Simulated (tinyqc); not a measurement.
Finite square well with mass mismatch (envelope functions): one step. Levels with energy-dependent masses. Four cases, with inputs chosen for the exercise.

Question. Solve the same condition with the energy-dependent masses, and list the shift from the parabolic levels that exist in both.

A square well of width L and depth V0, mass mw inside and mb outside, energies from the bottom of the well, c = hbar^2/2m0. k = sqrt(mw E/c), kappa = sqrt(mb (V0 - E)/c). psi and psi'/m are continuous at the walls (BenDaniel-Duke), so level n solves k L + 2 atan[(k/mw)/(kappa/mb)] = n pi.

Non-parabolic bands: mw is replaced by mw (1 + alpha_w E) and mb by mb (1 - alpha_b (V0 - E)), in k, kappa and the matching condition alike.

Constants: hbar^2/2m0 = 3.80998211 eV angstrom^2.

Give: a table of n, E (eV), mass inside, mass outside, shift (meV).

Case 1.

Values chosen (near those of the light valleys of a Si film in HfO2; not measured data): L = 42 angstrom (well width); V0 = 1.45 eV (barrier height); mw = 0.187 m0 (mass in the well); mb = 0.173 m0 (mass in the barrier); alpha_w = 0.48 1/eV (non-parabolicity in the well); alpha_b = 0.21 1/eV (non-parabolicity in the barrier).

Answer.

Levels:
```
n,E (eV),mass inside,mass outside,shift (meV)
1,0.0841,0.1945,0.1234,1.3
2,0.3061,0.2145,0.1314,-21.4
3,0.6103,0.2418,0.1425,-110.3
4,0.9515,0.2724,0.1549,-267.7
5,1.2904,0.3028,0.1672,-
```

Level 1 moves by +1.3 meV and level 4 by -267.7 meV. The lighter mass deep in the barrier hardens the wall for low levels; the heavier mass in the well wins higher up. The heavier mass inside raises k at E = V0, which binds further levels (1 of them among the six at most that are listed).

Case 2.

Values chosen (near those of the light valleys of a Si film in SiO2; not measured data): L = 56 angstrom (well width); V0 = 3.275 eV (barrier height); mw = 0.186 m0 (mass in the well); mb = 0.501 m0 (mass in the barrier); alpha_w = 0.47 1/eV (non-parabolicity in the well); alpha_b = 0.15 1/eV (non-parabolicity in the barrier).

Answer.

Levels:
```
n,E (eV),mass inside,mass outside,shift (meV)
1,0.0517,0.1905,0.2588,2.6
2,0.1956,0.2031,0.2696,-1.7
3,0.4071,0.2216,0.2855,-39.5
4,0.6632,0.2440,0.3047,-136.5
5,0.9478,0.2689,0.3261,-310.6
6,1.2506,0.2953,0.3489,-572.0
```

Level 1 moves by +2.6 meV and level 6 by -572.0 meV. The lighter mass deep in the barrier hardens the wall for low levels; the heavier mass in the well wins higher up.

Case 3.

Values chosen (near those of a GaAs well in AlGaAs; not measured data): L = 111 angstrom (well width); V0 = 0.292 eV (barrier height); mw = 0.0674 m0 (mass in the well); mb = 0.0969 m0 (mass in the barrier); alpha_w = 0.55 1/eV (non-parabolicity in the well); alpha_b = 0.32 1/eV (non-parabolicity in the barrier).

Answer.

Levels:
```
n,E (eV),mass inside,mass outside,shift (meV)
1,0.0270,0.0684,0.0887,0.3
2,0.1037,0.0712,0.0911,-2.5
3,0.2160,0.0754,0.0945,-14.9
```

Level 1 moves by +0.3 meV and level 3 by -14.9 meV. The lighter mass deep in the barrier hardens the wall for low levels; the heavier mass in the well wins higher up.

Case 4.

Values chosen (near those of a GaAs well in AlGaAs; not measured data): L = 108 angstrom (well width); V0 = 0.211 eV (barrier height); mw = 0.0665 m0 (mass in the well); mb = 0.0886 m0 (mass in the barrier); alpha_w = 0.6 1/eV (non-parabolicity in the well); alpha_b = 0.6 1/eV (non-parabolicity in the barrier).

Answer.

Levels:
```
n,E (eV),mass inside,mass outside,shift (meV)
1,0.0269,0.0676,0.0788,0.5
2,0.1012,0.0705,0.0828,-2.3
3,0.1988,0.0744,0.0880,-8.8
```

Level 1 moves by +0.5 meV and level 3 by -8.8 meV. The lighter mass deep in the barrier hardens the wall for low levels; the heavier mass in the well wins higher up.

Computed by tinyqc, one run a case: `OMP_NUM_THREADS=1 python tinyqc.py N N+1 out.jsonl` with N = 1280541, 1280662, 1280710, 1280868; one thread of a shared Intel(R) Xeon(R) Processor @ 2.30GHz, about 0.01 s a run at most.
